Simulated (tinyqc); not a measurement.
Recursion (Haydock) method for the local density of states: surface site of a square lattice: one step. The continued fraction at one energy.

One orbital a site at energy 0, hopping -t to the 4 nearest neighbours of a square lattice; the start u0 is a site in the outermost layer of a half crystal, with energy V. Recursion: a_n = <u_n|H|u_n>, b_(n+1) u_(n+1) = (H - a_n) u_n - b_n u_(n-1), b > 0. G(z) = 1/(z - a0 - b1^2/(z - a1 - b2^2/(...))), z = E + i eta. After n levels the tail is b_n^2 T with the square-root terminator T = (z - sqrt(z - 2b) sqrt(z + 2b))/(2 b^2), b = 2t so that the band edges lie at -/+ 4t.

Parameters, chosen for this exercise: t = 1.38 eV (hopping); E = 0.82 eV (energy); eta = 0.069 eV (broadening).

Coefficients:
```
n  a_n (eV)  b_(n+1) (eV)  b_(n+1)^2/t^2
0  0.000000     2.3902301       3.000000
1  0.000000     2.6424988       3.666667
2  0.000000     2.6858214       3.787879
3  0.000000     2.7187942       3.881455
4  0.000000     2.7286490       3.909644
```

Problem. Start from the terminator and work up: G_i = 1/(z - a_i - S_i), S_i = b_(i+1)^2 G_(i+1), with T in place of G_n. The density is -Im G_0/pi.

Give: Levels of the fraction; local density of states.

Solution.

Levels of the fraction:
```
i        S_i (eV)      G_i (1/eV)
4  0.3957-2.6342i  0.0567-0.3610i
3  0.4189-2.6687i  0.0524-0.3576i
2  0.3779-2.5796i  0.0613-0.3673i
1  0.4281-2.5650i  0.0553-0.3714i
0  0.3157-2.1221i  0.0998-0.4334i
```

local density of states = 0.1380 1/eV

A direct sum over the zone gives 0.1383 1/eV at the same z; 5 levels miss it by -0.2 %.

Computed by tinyqc, a small Python program: `OMP_NUM_THREADS=1 python tinyqc.py 1451348 1451349 out.jsonl` (the numbers bound the seed that draws the inputs); one thread of a shared host (Intel(R) Xeon(R) Processor @ 2.30GHz), about 0.01 s for the whole set of steps.
